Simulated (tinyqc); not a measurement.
Nucleation and growth of vacancy voids in a cooling silicon-like crystal: one step, computed by the program tinyqc.

Spherical voids; vacancies are lost only to voids.

Problem. Nucleation rate at T with the initial excess. C_e = C_m exp[-(E_f/k_B)(1/T - 1/T_m)]; D = D0 exp(-E_m/(k_B T)); f = k_B T ln(C/C_e); r* = 2 gamma/(rho f); W* = 16 pi gamma^3/(3 rho^2 f^2); Z = f/sqrt(12 pi W* k_B T); I = rho Z (4 pi r* D C) exp(-W*/(k_B T)).

Inputs (values chosen for the exercise, for a model crystal):
```
quantity                                    value    unit
vacancy density at the melting point C_m  4.5e+14  1/cm^3
formation energy E_f                         3.71      eV
melting point T_m                            1685       K
diffusion prefactor D0                    0.00074  cm^2/s
migration energy E_m                         0.45      eV
site density rho                            5e+22  1/cm^3
void surface energy gamma                    0.96   J/m^2
temperature of the worked step T             1395       K
```

initial excess C = 6.724638e+13 1/cm^3

Constants: k_B = 8.617333262e-05 eV/K; k_B = 1.380649e-23 J/K; e = 1.602176634e-19 C.

Give: C_e; D; driving force f; critical radius r*; W*/(k_B T); rate I.

Solution.

C_e = 2.2203e+12 1/cm^3

D = 1.7518e-05 cm^2/s

driving force f = 0.41001 eV

critical radius r* = 0.58456 nm

W*/(k_B T) = 71.344

rate I = 2.9490e-07 1/(cm^3 s)

Cooling by 10 K multiplies I by 1300: nucleation switches on within a narrow range of temperature.
